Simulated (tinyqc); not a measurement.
Worked calculation: Pariser-Parr-Pople SCF with singles CI, for the molecule c1ccc2cccc-2cc1 (SMILES; centres numbered as the heavy atoms are written). One step of it, computed by the program tinyqc.

Question. Singles CI, triplets. Over the 4 single excitations with the smallest orbital gaps: A = (e_a - e_i) delta - (ij|ab), with (pq|rs) = sum c_mp c_mq gamma_mn c_nr c_ns.

orbital energies (eV): -14.465684  -12.944400  -12.266348  -10.408857  -9.387208  -4.022313  -3.170841  -0.515441  0.293464  0.730651

coefficients:
```
          MO1        MO2        MO3        MO4        MO5        MO6        MO7        MO8
1C   0.291252   0.508494   0.000000   0.344841   0.000000   0.503913   0.000000   0.500667
2C   0.301960   0.380349   0.382405   0.120058  -0.337488  -0.132270   0.466602  -0.440473
3C   0.342028   0.077573   0.490434  -0.263730  -0.115395  -0.436388  -0.385959   0.264132
4C   0.412278  -0.256126   0.280178  -0.308928   0.314444   0.335174  -0.174589  -0.018041
5C   0.243853  -0.311615   0.186391   0.296192   0.523365   0.039450   0.320681  -0.231755
6C   0.199925  -0.338612   0.000000   0.588913   0.000000  -0.320025   0.000000   0.337189
7C   0.243853  -0.311615  -0.186391   0.296192  -0.523365   0.039450  -0.320681  -0.231755
8C   0.412278  -0.256126  -0.280178  -0.308928  -0.314444   0.335174   0.174589  -0.018041
9C   0.342028   0.077573  -0.490434  -0.263730   0.115395  -0.436388   0.385959   0.264132
10C  0.301960   0.380349  -0.382405   0.120058   0.337488  -0.132270  -0.466602  -0.440473

           MO9       MO10
1C   -0.181920   0.000000
2C    0.195523   0.148831
3C   -0.217360  -0.311760
4C    0.237324   0.540504
5C   -0.447699  -0.297508
6C    0.531452   0.000000
7C   -0.447699   0.297508
8C    0.237324  -0.540504
9C   -0.217360   0.311760
10C   0.195523  -0.148831
```

repulsion gamma_rs (eV):
```
            1C         2C         3C         4C         5C         6C         7C         8C
1C   10.350000   5.159759   3.679206   3.173728   2.427098   2.177716   2.427098   3.173728
2C    5.159759  10.350000   5.158439   3.678609   2.777479   2.332122   2.451046   3.173658
3C    3.679206   5.158439  10.350000   5.158053   3.733526   2.879339   2.865294   3.678751
4C    3.173728   3.678609   5.158053  10.350000   5.159442   3.938464   3.938052   5.158815
5C    2.427098   2.777479   3.733526   5.159442  10.350000   5.158143   3.937266   3.938052
6C    2.177716   2.332122   2.879339   3.938464   5.158143  10.350000   5.158143   3.938464
7C    2.427098   2.451046   2.865294   3.938052   3.937266   5.158143  10.350000   5.159442
8C    3.173728   3.173658   3.678751   5.158815   3.938052   3.938464   5.159442  10.350000
9C    3.679206   3.173918   3.173636   3.678751   2.865294   2.879339   3.733526   5.158053
10C   5.159759   3.679696   3.173918   3.173658   2.451046   2.332122   2.777479   3.678609

            9C        10C
1C    3.679206   5.159759
2C    3.173918   3.679696
3C    3.173636   3.173918
4C    3.678751   3.173658
5C    2.865294   2.451046
6C    2.879339   2.332122
7C    3.733526   2.777479
8C    5.158053   3.678609
9C   10.350000   5.158439
10C   5.158439  10.350000
```

Give: triplet CI matrix; triplet excitation energies.

Answer.

triplet CI matrix (eV):
```
         5>6      5>7      4>6      4>7
5>6   1.4049   0.0000   0.0000  -0.1256
5>7   0.0000   1.9878  -0.1256   0.0000
4>6   0.0000  -0.1256   2.1535   0.0000
4>7  -0.1256   0.0000   0.0000   3.3639
```

triplet excitation energies (eV): 1.3969  1.9202  2.2211  3.3719
